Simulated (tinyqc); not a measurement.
The solidus: solid solubility of a dopant against its melt (retrograde solidus), clustering and the electrically active fraction. Computed by tinyqc, a small Python program. Command: `OMP_NUM_THREADS=1 python tinyqc.py 3006388 3006389 out.jsonl retro walk`. One thread of a shared host (Intel(R) Xeon(R) Processor @ 2.30GHz), about 0.01 s of CPU time with the checks.

Inputs (values chosen for the exercise, for a model dopant):
```
quantity                                   value    unit
melting point of the host T_m               1687       K
heat of melting of the host H_f             50.2  kJ/mol
interaction L of the melt                    -10  kJ/mol
enthalpy of transfer from melt to solid H   1.47      eV
entropy of transfer S                       3.24     k_B
site density N0                            5e+22  1/cm^3
```

Constants: R = 8.314462618 J/(mol K); k_B = 8.617333262e-05 eV/K; e = 1.602176634e-19 C; N_A = 6.02214076e+23 1/mol.

Method. x_l and x_s are atom fractions of the dopant in melt and solid; the solid is dilute. Liquidus of the host: R T ln(1 - x_l) + L x_l^2 = -H_f (1 - T/T_m). Distribution: k = x_s/x_l = exp[L (1 - x_l)^2/(R T)] exp(S/k_B - H/(k_B T)), the first factor being the activity coefficient in the melt. Solubility = x_s N0; at T_m x_l = 0. The largest x_s N0 between 900 K and T_m. For an ideal melt with constant heats the maximum has x_l = H_f/(H + H_f), H in the same units.

largest solubility = 3.22986e+18 1/cm^3

temperature of the maximum = 1540.94 K

Against temperature:
```
T (K)      x_l           k  solubility (1/cm^3)  over the maximum
1000   0.81123  9.5505e-07           3.8738e+16           0.01199
1100   0.73335  4.3489e-06           1.5946e+17           0.04937
1200   0.64496  1.5084e-05           4.8643e+17           0.15060
1300   0.54599  4.2215e-05           1.1524e+18           0.35681
1400   0.43508  9.9146e-05           2.1568e+18           0.66777
1500   0.30900  2.0038e-04           3.0959e+18           0.95853
1580   0.19273  3.1825e-04           3.0668e+18           0.94951
1640   0.09188  4.2373e-04           1.9466e+18           0.60268
1675   0.02488  4.8711e-04           6.0599e+17           0.18762
```

What follows from these numbers?

Between the first rows the Arrhenius energy of the solubility is 1.34 eV, against H = 1.47 eV; it shrinks to zero at 1541 K and turns negative beyond. A crystal saturated at the maximum precipitates dopant-rich liquid on cooling and on heating alike. Below a eutectic or compound temperature another phase would set the limit.

Extremes, crossings and ranges named in words are read from the listed rows.
